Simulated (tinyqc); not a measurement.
Square on-chip spiral inductor, lumped pi model: two steps of the calculation.

Outer diameter do = di + 2 n wd + 2 (n - 1) sp, mean da = (do + di)/2, fill p = (do - di)/(do + di), length l = 4 n da. L = 2.34 mu0 n^2 da/(1 + 2.75 p), mu0 = 4 pi 1e-7 H/m. Rs = rho l/(wd delta (1 - exp(-th/delta))), delta = sqrt(rho/(pi f mu0)). Cs = n wd^2 eps0 eo/hu across the coil. At each end Cox = l wd eps0 eo/(2 ho) leads to the substrate branch Rsi = 2 rs he/(l wd) in parallel with Csi = l wd eps0 11.7/(2 he). With one end grounded Y = 1/(Rs + i w L) + i w Cs + 1/[1/(i w Cox) + 1/(1/Rsi + i w Csi)], w = 2 pi f; Q = -Im Y/Re Y. Eddy currents in neighbouring turns and in the substrate are left out.

Values chosen for this exercise; values of the order met in silicon radio-frequency processes:
- n = 2.5 (number of turns)
- wd = 15 um (line width)
- sp = 2 um (space between turns)
- di = 100 um (inner diameter)
- th = 0.9 um (metal thickness)
- rho = 2.2 uohm cm (metal resistivity)
- ho = 6.6 um (oxide below the coil)
- hu = 1.3 um (oxide between coil and underpass)
- eo = 4.1 (relative permittivity of the oxide)
- rs = 10 ohm cm (substrate resistivity)
- he = 80 um (effective spreading depth in the substrate)
- f = 7.6 GHz (frequency)

Constants: eps0 = 8.8541878128e-12 F/m. Results are converted to the units shown.

Problem 1. Geometry and model elements. do, l, L, delta, Rs, Cs, Cox, Rsi and Csi as defined.

Find: do; l; L; delta; Rs; Cs; Cox; Rsi; Csi.

Solution 1.

do = 181.0 um
l = 1405 um
L = 1.440 nH
delta = 0.8563 um
Rs = 3.700 ohm
Cs = 15.71 fF
Cox = 57.96 fF
Rsi = 759.2 ohm
Csi = 13.65 fF

Problem 2. Admittance, quality factor and apparent inductance. Series branch 1/(Rs + i w L), substrate branch, total Y, Q = -Im Y/Re Y, apparent inductance Im(1/Y)/w, metal-only value w L/Rs, share of the loss in the substrate Re(substrate branch)/Re Y.

L = 1.4403675 nH
Rs = 3.6998658 ohm
Cs = 15.707670 fF
Cox = 57.959715 fF
Rsi = 759.19336 ohm
Csi = 13.645272 fF

Find: series branch; substrate branch; Y; Q; apparent inductance; w L/Rs; share of the loss in the substrate.

Solution 2.

series branch = 0.78-14.50i mS
substrate branch = 0.7515+0.8169i mS
Y = 1.53-12.93i mS
Q = 8.444
apparent inductance = 1.597 nH
w L/Rs = 18.59
share of the loss in the substrate = 49.07 %

Q is 45.4 % of the metal-only value.

Computed by the program tinyqc: `OMP_NUM_THREADS=1 python tinyqc.py 2302245 2302246 out.jsonl`, one thread of a shared Intel Xeon 2.30GHz, about 0.01 s for the whole run.
